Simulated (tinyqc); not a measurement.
From results back to parameters: carrier statistics of a doped semiconductor with parabolic bands. Four cases, with inputs chosen for the exercise.

Problem. With Boltzmann statistics and no minority carriers, p (p + ND)/(NA - ND - p) = K(T) = (N(T)/4) exp(-E/kB T), E the ionisation energy of the majority dopant and N = 2 (m kB T/(4 pi c))^(3/2) with c = hbar^2/2m0, in 1/angstrom^3; times 1e24 for 1/cm^3, m = m_d. The density below was computed from a hidden E.

Constants: hbar^2/2m0 = 3.80998211 eV angstrom^2; kB = 8.617333262e-05 eV/K.

Case 1.

Values chosen (near those of SiC; shifted at random, so the results belong to these values and not to a real crystal): NA = 2.9e+18 1/cm^3 (acceptors); ND = 7.7e+12 1/cm^3 (donors); m_d = 1.215 m0 (density-of-states mass of the majority band); Ta = 281 K.

p(Ta) = 7.7727e+16 1/cm^3

Case 2.

Values chosen (near those of Ge; shifted at random, so the results belong to these values and not to a real crystal): NA = 4.7e+14 1/cm^3 (acceptors); ND = 3.4e+12 1/cm^3 (donors); m_d = 0.341 m0 (density-of-states mass of the majority band); Ta = 16 K.

p(Ta) = 4.3875e+13 1/cm^3

Case 3.

Values chosen (near those of Si; shifted at random, so the results belong to these values and not to a real crystal): NA = 2.7e+14 1/cm^3 (acceptors); ND = 3.5e+12 1/cm^3 (donors); m_d = 0.619 m0 (density-of-states mass of the majority band); Ta = 51 K.

p(Ta) = 3.0291e+13 1/cm^3

Case 4.

Values chosen (near those of GaSb; shifted at random, so the results belong to these values and not to a real crystal): NA = 1.2e+17 1/cm^3 (acceptors); ND = 1.4e+12 1/cm^3 (donors); m_d = 0.409 m0 (density-of-states mass of the majority band); Ta = 16 K.

p(Ta) = 4.2437e+14 1/cm^3

Find: K(Ta); E.

Solution. The left side gives K; then E = kB T ln(N/(4 K)).

Case 1.

K(Ta) = 2.14e+15 1/cm^3
E = 0.1980 eV

Case 2.

K(Ta) = 4.91e+12 1/cm^3
E = 0.0111 eV

Case 3.

K(Ta) = 4.33e+12 1/cm^3
E = 0.0475 eV

Case 4.

K(Ta) = 1.51e+12 1/cm^3
E = 0.0131 eV

Computed by tinyqc, one run a case: `OMP_NUM_THREADS=1 python tinyqc.py N N+1 out.jsonl` with N = 1680596, 1680605, 1680698, 1680713; one thread of a shared Intel(R) Xeon(R) Processor @ 2.30GHz, about 0.01 s a run at most.
